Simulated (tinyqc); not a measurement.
Worked calculation: RKS/B3LYP (VWN-RPA form) in the 6-311g basis, for He, spin multiplicity 1. Computed by tinyqc, a small Python program that keeps every step (integrals from PySCF). Settings: charge = 0, multiplicity = 1, basis = 6-311g, energy threshold = 1e-09, iteration cap = 56, orthogonalisation = symmetric, start = highest core orbitals, DIIS depth = 0, damping = 0.7, method = RKS, functional = b3lyp, grid = [10, 86]. Command: `OMP_NUM_THREADS=1 python tinyqc.py 24726 24727 out.jsonl` (the two numbers bound the seeds that draw the settings). One thread of a shared host (Intel(R) Xeon(R) Processor @ 2.60GHz), about 0.1 s of CPU time with the checks.

Geometry (angstrom):
```
atom         x         y         z
He    0.000000  0.000000  0.000000
```

Stop when the energy changes by less than 1e-09 hartree and every element of the error matrix X^T (F D S - S D F) X is below 9e-06.

Course of the cycle:
```
iteration  E (hartree)     change  largest element of the error matrix
1           9.59450505          -                             1.20e+00
2           5.89936117  -3.70e+00                             6.49e-01
3           3.28180767  -2.62e+00                             4.27e-01
4           1.43739802  -1.84e+00                             3.14e-01
5           0.14025342  -1.30e+00                             2.38e-01
6          -0.77162249  -9.12e-01                             1.81e-01
7          -1.41220488  -6.41e-01                             1.36e-01
8          -1.86187066  -4.50e-01                             1.02e-01
9          -2.17731007  -3.15e-01                             7.48e-02
10         -2.39846941  -2.21e-01                             5.45e-02
11         -2.55346151  -1.55e-01                             3.94e-02
12         -2.66204751  -1.09e-01                             2.83e-02
13         -2.73810367  -7.61e-02                             2.02e-02
14         -2.79136592  -5.33e-02                             1.43e-02
...                ...        ...                                  ...
43         -2.91571537  -1.72e-06                             4.25e-07
44         -2.91571657  -1.20e-06                             2.95e-07
45         -2.91571741  -8.41e-07                             2.05e-07
46         -2.91571800  -5.89e-07                             1.42e-07
47         -2.91571841  -4.12e-07                             9.84e-08
48         -2.91571870  -2.89e-07                             6.83e-08
49         -2.91571890  -2.02e-07                             4.73e-08
50         -2.91571904  -1.41e-07                             3.28e-08
51         -2.91571914  -9.90e-08                             2.27e-08
52         -2.91571921  -6.93e-08                             1.58e-08
53         -2.91571926  -4.85e-08                             1.09e-08
54         -2.91571929  -3.39e-08                             7.56e-09
55         -2.91571932  -2.38e-08                             5.24e-09
56         -2.91571934  -1.66e-08                             3.63e-09
```

Can the last value be used, and what does the course show?

Not by the stop rule, although the second column moves by less than 1e-07 over the last three steps. Not converged within the cap of 56 iterations: the residual falls steadily but slowly, by a factor of about 0.69 a step. Reruns (cap 100 unless said): DIIS 8: converged in 11; damping 0.5: converged in 35; level shift 0.5: converged in 9; atomic densities as start, DIIS 8: converged in 5; the original settings with a cap of 400: converged in 64. PySCF RKS in the same basis, fine grid = -2.91302786 hartree, which differs from a converged run on this coarse grid by the grid error.
